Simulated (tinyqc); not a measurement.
# Surface potential of a MOS transistor: implicit equation and explicit approximations: accuracy of the approximations against gate voltage

p-type body, charge-sheet picture, depletion and inversion only, full ionisation (an idealisation for deep acceptors), Boltzmann statistics (rough once Na exp(x - xn) passes about Nc/7). In units of Vt: xg = (Vg - Vfb)/Vt, x = psi/Vt, G = gamma/sqrt(Vt), xn = (2 phiF + Vc)/Vt. The implicit equation is (xg - x)^2 = G^2 [x - 1 + exp(x - xn)] for x above about 3. Cox = eps0 eox/tox.

ni = sqrt(Nc Nv) exp(-Eg/(2 Vt)), Eg in volts; phiF = Vt ln(Na/ni); gamma = sqrt(2 q eps0 eps_r Na)/Cox; VT = Vfb + Vt (xn + G sqrt(xn - 1)). Depletion value a = 1 + [sqrt(G^2/4 + xg - 1) - G/2]^2; inversion value b = xn + ln[(xg - xn)^2/G^2 - xn + 1] and first guess y = min(a, b) - ln(1 + exp(-|a - b|)) if a > xn + 1, else b = y = a; one second-order correction with D = exp(y - xn), p = 2 (xg - y) + G^2 (1 + D), w = (xg - y)^2 - G^2 (y - 1 + D): z = y + 2 w/(p + sqrt(p^2 - 2 (2 - G^2 D) w)), or the Newton step z = y + w/p where the root is not real. N_inv = (Cox Vt G/q) [sqrt(x - 1 + exp(x - xn)) - sqrt(x - 1)] at the root. Lambert form (Cox m Vt/q) W0[(G/(2 m sqrt(xn - 1))) exp((Vg - VT)/(m Vt))], m = 1 + G/(2 sqrt(xn - 1)). Errors under 1e-4 mV, and the linear form below VT, are printed as 0.

Values chosen for this exercise; band and dielectric values those of a made-up semiconductor:

| symbol | value | unit | meaning |
|---|---|---|---|
| T | 250 | K | temperature |
| Eg | 0.869 | eV | band gap |
| eps_r | 11 |  | relative permittivity |
| Nc | 1.96e19 | cm^-3 | conduction-band density of states at T |
| Nv | 1.76e19 | cm^-3 | valence-band density of states at T |
| eox | 3.9 |  | relative permittivity of the gate insulator (close to silicon dioxide) |
| tox | 1.4 | nm | insulator thickness |
| Na | 4e16 | cm^-3 | acceptor density |
| Vfb | -0.37 | V | flat-band voltage |
| Vc | 0 | V | channel-body voltage |

Constants: q = 1.602176634e-19 C, kB = 1.380649e-23 J/K, Vt = kB T/q, eps0 = 8.8541878128e-14 F/cm where lengths are in cm. Results are converted to the units shown.

Result of one run:
```
psi (V)  x - xn  error of y (mV)  error of z (mV)  N_inv (cm^-2)  Cox (Vg - VT)/q (cm^-2)  Lambert form (cm^-2)
0.8122    9.646             9.68           -0.510       1.212e13                 1.541e13              1.296e13
```

Which gate-body voltage Vg gave this result: 0.47, 0.87, 1.07, 1.27 or 1.47 V?

Vg = 1.27 V.

The whole series:
```
Vg (V)  psi (V)   x - xn  error of y (mV)  error of z (mV)  N_inv (cm^-2)  Cox (Vg - VT)/q (cm^-2)  Lambert form (cm^-2)
-0.13    0.2198   -17.85                0                0          297.9                        0                 151.7
0.07     0.4117   -8.946                0                0        1.567e6                        0               1.250e6
0.27     0.6048  0.01580            0.625                0        9.901e9                 1.530e10               9.993e9
0.47     0.7248    5.589             30.0             12.4       1.188e12                 3.094e12              1.401e12
0.67     0.7645    7.428             20.0             6.56       3.641e12                 6.173e12              4.112e12
0.87     0.7862    8.439             14.6            -3.23       6.376e12                 9.252e12              7.009e12
1.07     0.8010    9.127             11.6            -1.03       9.221e12                 1.233e13              9.968e12
1.27     0.8122    9.646             9.68           -0.510       1.212e13                 1.541e13              1.296e13
1.47     0.8212    10.06             8.33           -0.297       1.506e13                 1.849e13              1.596e13
```

psi rises from 0.220 to 0.821 V and ends 10 Vt above 2 phiF + Vc. Among the rows the first guess is off by at most 30 mV (at Vg = 0.47 V) and the corrected value by at most 12 mV. In the last row the linear form is 23 % above N_inv and the Lambert form 6.0 % above it; in the first row the Lambert form is 49 % below it. For Vg = 0.47, 0.67, 0.87, 1.07, 1.27, 1.47 the electron quasi-Fermi level lies less than 2 Vt below the band edge at the surface, or above it, where degeneracy and confinement, left out, matter.

tinyqc, about 0.01 s, one thread, Intel Xeon 2.30GHz (shared host): `OMP_NUM_THREADS=1 python tinyqc.py 2122126 2122127 out.jsonl`
